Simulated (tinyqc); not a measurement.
The same scatterer in wider strips: conductance of a narrow metal strip with scatterers (square lattice, Green functions).

A strip of W sites across with hard walls, site energy 0 and hopping -t. Mode n = 1 to W has profile chi_n(j) = sqrt(2/(W + 1)) sin(n j pi/(W + 1)) and energy en = -2t cos(n pi/(W + 1)); E = en - 2t cos(kn a). With z_n = exp(i kn a) (Im k > 0 for closed modes, |z| < 1) each lead gives the self-energy -t z_n in mode n. One column carries the site energies v, here a uniform barrier across the strip, as of a grain boundary. In the mode basis V_nm = sum_j chi_n(j) v_j chi_m(j), G = (E - en + 2 t z_n - V)^-1, and t_nm = 2t sqrt(sin(kn a) sin(km a)) G_nm in size for open modes. T = sum |t_nm|^2, conductance (2e^2/h) T.

Constants: e^2/h = 3.874045865e-05 S.

Parameters, chosen for this exercise (hopping and spacing of the size met in Cu or Al; the lattice is a model; shifted at random, so the results belong to these values and not to a real crystal): t = 1.69 eV (hopping); a = 2.81 angstrom (spacing); E = -1.83 eV (Fermi energy); v = (1.3, 1.3, 1.3) eV (site energies in the scattering column).

Width (W + 1) a; the strength is the entry of v largest in size. The barrier spans the width. Added resistance (1/T - 1/M)/(2 e^2/h), M the number of open modes.

Against width:

| W | width (angstrom) | M | T | T/M | added resistance (ohm) |
|---|---|---|---|---|---|
| 3 | 11.2 | 2 | 1.6949 | 0.8475 | 1161.6 |
| 4 | 14.1 | 3 | 2.3790 | 0.7930 | 1123.0 |
| 5 | 16.9 | 3 | 2.5560 | 0.8520 | 747.3 |
| 6 | 19.7 | 4 | 3.3216 | 0.8304 | 659.0 |
| 8 | 25.3 | 5 | 4.2082 | 0.8416 | 485.7 |
| 10 | 30.9 | 7 | 5.4436 | 0.7777 | 527.2 |
| 14 | 42.1 | 9 | 7.4611 | 0.8290 | 295.8 |
| 20 | 59.0 | 13 | 10.6750 | 0.8212 | 216.2 |

The added resistance is 1162 ohm at W = 3 and 216.2 at W = 20; from W = 10 to 20 it changes by a factor 0.41, where 1/M gives 0.54 and 1/M^2 gives 0.29. A barrier across the strip keeps T/M near a constant (0.78 to 0.84 for W of 8 and more), so its resistance goes as 1/width on average, with steps as modes open: resistance times width runs from 12.3 to 16.3 kohm angstrom there.

Run: tinyqc, `OMP_NUM_THREADS=1 python tinyqc.py 1481545 1481546 out.jsonl`; Intel(R) Xeon(R) Processor @ 2.30GHz, one thread, shared host; about 0.01 s of CPU time with all checks.
